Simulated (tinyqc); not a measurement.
Plane-averaged potentials: correction of a charged-defect supercell by a model charge and potential alignment (plane-averaged potentials). Computed by tinyqc, a small Python program. Command: `OMP_NUM_THREADS=1 python tinyqc.py 3111098 3111099 out.jsonl align walk`. One thread of a shared host (Intel(R) Xeon(R) Processor @ 2.30GHz), about 0.01 s of CPU time with the checks.

The "true" defect charge is (1 - x) q in a Gaussian of width sigma plus x q in one of width sigma_t, so the exact answer is known; the correction sees only a single model Gaussian of width sigma_m. A Gaussian of width s has the transform rho(G) = exp(-G^2 s^2/2), normalised to 1. A uniform background cancels q, so G = 0 is left out. Potentials are those felt by a unit positive charge. E_0 is the formation energy of the isolated defect, E_cell its value in the supercell, E_lat = E_iso - E_per of the model charge, C the true less the model potential far from the defect; the exact correction is E_0 - E_cell, and the error of a scheme is E_cell plus its correction less E_0.

Inputs (values chosen for the exercise, with screening close to that of HfO2):

| quantity | value | unit |
|---|---|---|
| defect charge q | -2 | e |
| dielectric constant eps | 21.4 | - |
| edge of the cubic cell L | 14.4 | angstrom |
| width sigma of the true defect charge | 1.3 | angstrom |
| width sigma_m of the model charge | 1 | angstrom |
| share x of the charge in a wide tail | 0 | - |
| width sigma_t of the tail | 2.8 | angstrom |

Constants: e^2/(4 pi eps_0) = 14.39964548 eV angstrom.

Method. Plane-averaged potential at distance z from the defect: V(z) = (4 pi q/(eps L^3)) (e^2/(4 pi eps_0 e)) sum_(m != 0) rho(G_m) cos(G_m z)/G_m^2, G_m = 2 pi m/L, |m| <= 40.

Potentials (V):

| z/L | z (angstrom) | true | model | difference |
|---|---|---|---|---|
| 0.00 | 0.00 | -0.060356 | -0.068162 | 0.0078068 |
| 0.05 | 0.72 | -0.055497 | -0.061543 | 0.0060461 |
| 0.10 | 1.44 | -0.042639 | -0.045114 | 0.0024747 |
| 0.15 | 2.16 | -0.025656 | -0.025384 | -0.0002721 |
| 0.20 | 2.88 | -0.008204 | -0.006699 | -0.0015054 |
| 0.25 | 3.60 | 0.007537 | 0.009405 | -0.0018677 |
| 0.30 | 4.32 | 0.020672 | 0.022614 | -0.0019417 |
| 0.35 | 5.04 | 0.030937 | 0.032889 | -0.0019526 |
| 0.40 | 5.76 | 0.038276 | 0.040229 | -0.0019538 |
| 0.45 | 6.48 | 0.042680 | 0.044633 | -0.0019539 |
| 0.50 | 7.20 | 0.044148 | 0.046101 | -0.0019539 |

The difference moves by 0.00 mV between z/L = 0.4 and 0.5: a plateau.
